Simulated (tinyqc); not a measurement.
Starting guesses with DIIS over 6 matrices: SCF starting guesses in the sto-6g basis, for H4, spin multiplicity 1. Computed by the program tinyqc with PySCF. 

Geometry (angstrom):
```
atom       x       y       z
H     0.0000  0.0000  0.0000
H     0.0000  0.0000  0.7110
H     0.0000  1.1160  0.0000
H     0.0000  1.1160  0.7110
```

lowest restricted solution found by these runs and by PySCF = -2.028588 hartree

RHF with one setting changed at a time; a run stops when the energy changes by less than 1e-09 hartree and the error matrix is below 1e-5. Starts: the lowest orbitals of the core Hamiltonian, of the Wolfsberg-Helmholz matrix (K = 1.75), projected atomic densities, random orbitals, and the highest orbitals of the core Hamiltonian (a deliberately bad start).

Largest element of the error matrix X^T (FDS - SDF) X:
```
iteration     core  Wolfsberg-Helmholz  atomic densities   random  highest core orbitals
1          4.6e-15             8.2e-16           7.3e-16  6.7e-01                1.8e-15
2          1.6e-15             1.2e-15           2.3e-15  9.5e-02                3.6e-15
3                -                   -           8.2e-16  1.6e-02                3.0e-15
4                -                   -                 -  3.5e-03                      -
5                -                   -                 -  1.9e-04                      -
6                -                   -                 -  7.1e-06                      -
```

How each run ends:
```
run                    iterations  E (hartree)         state
core                            2    -2.028588  lowest found
Wolfsberg-Helmholz              2    -2.028588  lowest found
atomic densities                3    -2.028588  lowest found
random                          7    -2.028588  lowest found
highest core orbitals           3    -1.191901        higher
```

4 of 5 runs reach the lowest restricted solution found, in 2 to 7 iterations (fastest: core, Wolfsberg-Helmholz). Ending on a higher stationary point: highest core orbitals; a small error matrix cannot reveal that, and an occupation fixed by the start is kept by symmetry or by the shape of the basin. The first errors are 5e-15, 8e-16, 7e-16, 7e-01, 2e-15.
